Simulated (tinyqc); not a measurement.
Undoped symmetric double-gate MOSFET, analytic potential model: two steps of the calculation.

An undoped body of thickness ts between two equal insulators and tied gates; long channel, electrons only, n = ni exp((psi - V)/Vt) with V the quasi-Fermi potential (0 at the source, Vd at the drain), constant mobility, no quantisation. Across the body psi(x) = V - 2 Vt ln[(ts/(2 beta)) sqrt(q ni/(2 eps0 eps_r Vt)) cos(2 beta x/ts)], x from the centre. Q is the electron charge per area of the whole body.

Parameters, values chosen for the exercise; material values close to those of silicon:

| symbol | value | unit | meaning |
|---|---|---|---|
| T | 400 | K | temperature |
| eps_r | 11.9 |  | relative permittivity of the semiconductor |
| ts | 15 | nm | body thickness |
| Vg | 0.43 | V | gate voltage |

Constants: q = 1.602176634e-19 C, kB = 1.380649e-23 J/K, Vt = kB T/q, eps0 = 8.8541878128e-14 F/cm where lengths are in cm. Results are converted to the units shown.

Problem 1. beta at the source by Newton steps in z = ln(tan beta). With V = 0, t = exp(z), beta = arctan(t): f = ln(beta) + (1/2) ln(1 + t^2) + 2 r beta t - (Vg - V0)/(2 Vt); with c = t/(1 + t^2), df/dz = c/beta + t c + 2 r t (c + beta); z(new) = z - f/(df/dz).

z at the start = 1
r = 0.49126043
V0 = 0.61402585 V

Give: beta; f; df/dz; z after iteration 1.

Solution 1.

beta = 1.2183
f = 7.1841
df/dz = 5.2659
z after iteration 1 = -0.36426

Problem 2. Potential and electron density across the body at the source. psi(x) as above with V = 0 and beta = beta_s; n = ni exp(psi/Vt).

x/ts, point 0 to 6: [0, 0.1, 0.2, 0.3, 0.4, 0.45, 0.5]
beta_s = 0.068807515
ni = 3.6629846e12 cm^-3

Give: psi; n.

Solution 2.

```
point  psi (V)  n (cm^-3)
0      0.23952  3.8159e15
1      0.23952  3.8166e15
2      0.23954  3.8188e15
3      0.23957  3.8224e15
4      0.23962  3.8275e15
5      0.23965  3.8306e15
6      0.23968  3.8340e15
```

The density at the surface is 1.00 times that at the centre (1/cos^2 beta).

Computed by the program tinyqc: `OMP_NUM_THREADS=1 python tinyqc.py 2440064 2440065 out.jsonl`, one thread of a shared Intel Xeon 2.30GHz, about 0.01 s for the whole run.
